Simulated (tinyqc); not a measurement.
MOS capacitor on a p-type substrate, surface potential from the exact charge relation: one step of the calculation.

Uniform p-type substrate, Boltzmann statistics, full ionisation, classical densities. psi is the surface potential against the body (positive when the bands bend down) and u = psi/Vt. Traps are spread evenly over the gap and neutral at flat band, so their charge is -q Dit psi; the minority quasi-Fermi level is shifted by Vb.

Problem. Newton step for the surface potential. u = psi/Vt; F^2 = exp(-u) + u - 1 + r (exp(u) - u - 1); Qs = -sign(u) Q0 F; Cs = -dQs/dpsi = (Q0/Vt) |1 - exp(-u) + r (exp(u) - 1)|/(2 F). f = Vfb + psi + (q Dit psi - Qs)/Cox - Vg, f' = 1 + (Cs + q Dit)/Cox, psi(new) = psi - f/f'.

Inputs (values chosen for the exercise); band and dielectric values close to those of silicon:
```
symbol,value,unit,meaning
T,300,K,temperature
Dit,0,cm^-2 eV^-1,density of interface traps
Vg,-0.02,V,gate voltage against the body
```

Constants: q = 1.602176634e-19 C, kB = 1.380649e-23 J/K, Vt = kB T/q. Results are converted to the units shown.

psi at the start = 0.31209537 V
Cox = 0.13281282 uF/cm^2
Vfb = -0.33209537 V
Q0 = 4.2451614 nC/cm^2
r = 2.6705342e-11

Wanted: u; F; Qs; Cs; f; f'; psi after iteration 1.

Solution.

u = 12.072
F = 3.3275
Qs = -14.126 nC/cm^2
Cs = 0.024675 uF/cm^2
f = 0.10636 V
f' = 1.1858
psi after iteration 1 = 0.22240 V

tinyqc, about 0.01 s, one thread, Intel Xeon 2.30GHz (shared host): `OMP_NUM_THREADS=1 python tinyqc.py 2060090 2060091 out.jsonl`
